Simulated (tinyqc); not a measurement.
Worked calculation: geometry relaxation of a small cluster. Computed by tinyqc, a small Python program that keeps every step. Command: `OMP_NUM_THREADS=1 python tinyqc.py 3004719 3004720 out.jsonl relax walk`. One thread of a shared host (Intel(R) Xeon(R) Processor @ 2.30GHz), about 0.02 s of CPU time with the checks. Intermediate numbers are printed to about 6 digits and carried at full precision; extremes and crossings named in words are read from the listed rows.

E = sum_i {sum_j A exp(-p (r_ij/r0 - 1)) - xi sqrt(rho_i)}, rho_i = sum_j exp(-2 q (r_ij/r0 - 1)); the force on i is -sum_j w_ij (R_i - R_j)/r_ij with w_ij = -(2p/r0) A exp(-p (r_ij/r0 - 1)) + (xi q/r0) exp(-2 q (r_ij/r0 - 1)) (rho_i^(-1/2) + rho_j^(-1/2)).

Inputs (values chosen for the exercise, for model atoms): length r0 = 2.51 angstrom; repulsion A = 0.18 eV; hopping xi = 2.26 eV; decay p = 10.1; decay q = 2.79; step factor eta = 0.017 angstrom^2/eV; largest number of steps = 500.

Potential: Gupta. Method: FIRE.

starting positions (angstrom), rows atom 1, atom 2, atom 3, atom 4, atom 5, atom 6, columns x, y, z:
```
[[0.11, -0.06, 0.29],
 [2.2, 0.12, -0.22],
 [2.39, 2.18, -0.15],
 [0.14, 2.23, -0.04],
 [1.11, 1.2, 1.81],
 [1.18, 1.22, -1.69]]
```

## Energy and forces at the start

Evaluate E and the forces at the starting positions.

distances (angstrom): 1-2 2.15884, 1-3 3.22639, 1-4 2.31385, 1-5 2.21314, 1-6 2.58915, 2-3 2.06993, 2-4 2.95434, 2-5 2.54468, 2-6 2.10031, 3-4 2.25324, 3-5 2.53779, 3-6 2.18112, 4-5 2.32901, 4-6 2.19641, 5-6 3.50076

energy at the start = -23.4432 eV

forces (eV/angstrom), rows atom 1, atom 2, atom 3, atom 4, atom 5, atom 6, columns x, y, z:
```
[[-1.84513, -0.39670, -0.50670],
 [2.54834, -4.74717, 2.04586],
 [1.56892, 4.08053, 1.74026],
 [-1.15957, 0.58758, 1.04026],
 [0.88377, 0.46857, -0.51330],
 [-1.99633, 0.00719, -3.80638]]
```

## The first two steps

FIRE with unit mass: if F.v > 0, v = (1 - a) v + a |v| F/|F|, and after more than 5 such steps in a row dt = min(1.1 dt, 5 dt0), a = 0.99 a; else v = 0, a = 0.1, and dt = dt/2 (not at the first step). Then v = v + dt F, R(new) = R + dt v. dt0 = sqrt(eta), a = 0.1 at first. No atom moves more than 0.3 angstrom a step (the whole step is scaled). Stop when the largest force component is below 1e-5 eV/angstrom.

positions after step 1 (angstrom), rows atom 1, atom 2, atom 3, atom 4, atom 5, atom 6, columns x, y, z:
```
[[0.07863, -0.06674, 0.28139],
 [2.24332, 0.03930, -0.18522],
 [2.41667, 2.24937, -0.12042],
 [0.12029, 2.23999, -0.02232],
 [1.12502, 1.20797, 1.80127],
 [1.14606, 1.22012, -1.75471]]
```

energy after step 1 = -24.1812 eV

positions after step 2 (angstrom), rows atom 1, atom 2, atom 3, atom 4, atom 5, atom 6, columns x, y, z:
```
[[0.03525, -0.06810, 0.25815],
 [2.29519, -0.04711, -0.13675],
 [2.43503, 2.32274, -0.07926],
 [0.09945, 2.24755, 0.00357],
 [1.15804, 1.22124, 1.76978],
 [1.10704, 1.21369, -1.81550]]
```

energy after step 2 = -24.1053 eV

The energy rose in a step: the move overshot.

## All steps

The formulas are those given above.

Course of the relaxation:
```
step    E (eV)  largest force (eV/angstrom)  force calls
0     -23.4432                  4.74717e+00            1
1     -24.1812                  9.80258e-01            2
2     -24.1053                  1.94092e+00            3
3     -24.1622                  1.80114e+00            4
4     -24.2575                  1.51202e+00            5
5     -24.3583                  1.06353e+00            6
6     -24.4286                  7.50674e-01            7
7     -24.4523                  8.27597e-01            8
8     -24.4561                  8.03589e-01            9
...        ...                          ...          ...
109   -24.6620                  1.60782e-05          110
110   -24.6620                  1.58885e-05          111
111   -24.6620                  1.55121e-05          112
112   -24.6620                  1.49552e-05          113
113   -24.6620                  1.42271e-05          114
114   -24.6620                  1.33399e-05          115
115   -24.6620                  1.23089e-05          116
116   -24.6620                  1.10228e-05          117
117   -24.6620                  9.45841e-06          118
```

final positions (angstrom), rows atom 1, atom 2, atom 3, atom 4, atom 5, atom 6, columns x, y, z:
```
[[0.02143, 0.00437, 0.08936],
 [2.33208, -0.02150, -0.04034],
 [2.35523, 2.29230, -0.08936],
 [0.04459, 2.31816, 0.04034],
 [1.28041, 1.18202, 1.63361],
 [1.09626, 1.11464, -1.63361]]
```

final energy = -24.6620 eV

steps = 117

largest force at the end = 9.45841e-06 eV/angstrom

Converged in 117 steps.

## Curvatures at the end

Hessian at the final positions by central differences of the forces; six eigenvalues vanish (translations and rotations). Steepest descent is stable for eta below 2/lambda_max and contracts the softest mode by 1 - eta lambda_min a step.

non-zero eigenvalues (eV/angstrom^2): [5.7370, 5.7370, 5.7370, 5.8777, 5.8777, 12.0203, 12.0203, 12.0204, 22.7395, 22.7396, 22.7396, 37.2000]

condition number = 6.48421

largest stable eta = 0.0537634 angstrom^2/eV

contraction of the softest mode = 0.902471

All are positive, so the end point is a minimum.

## Four methods from the same start

Steepest descent: R(new) = R + eta F. Conjugate gradient (Polak-Ribiere): d = F + beta d(old), beta = max(0, F.(F - F(old))/|F(old)|^2), d = F at first; step length from one secant, s = eta (F.d)/(F.d - F(R + eta d).d), replaced by eta if that is not positive; R(new) = R + s d. BFGS: R(new) = R + B F with the inverse Hessian B = eta 1 at first; with s = R(new) - R, y = F - F(new), rho = 1/(y.s): B(new) = (1 - rho s y^T) B (1 - rho y s^T) + rho s s^T, skipped if y.s is not positive. In this comparison each method may take up to 1500 steps.

Cost:
```
method              steps  force calls  final E (eV)  calls to reach 1e-2
steepest descent      116          117      -24.6620                   50
conjugate gradient     18           37      -24.6620                   25
BFGS                   28           29      -24.6620                   17
FIRE                  117          118      -24.6620                   53
```

In force calls the order is BFGS (29), conjugate gradient (37), steepest descent (117), FIRE (118). All that converged end at the same energy. Near the minimum steepest descent multiplies the slowest mode by 0.902 in size a step, 22 steps a decade of force, at a condition number of 6.5. On this problem it beats FIRE in force calls.

Checks made by the program: forces against finite differences of E (relative difference 9e-10).
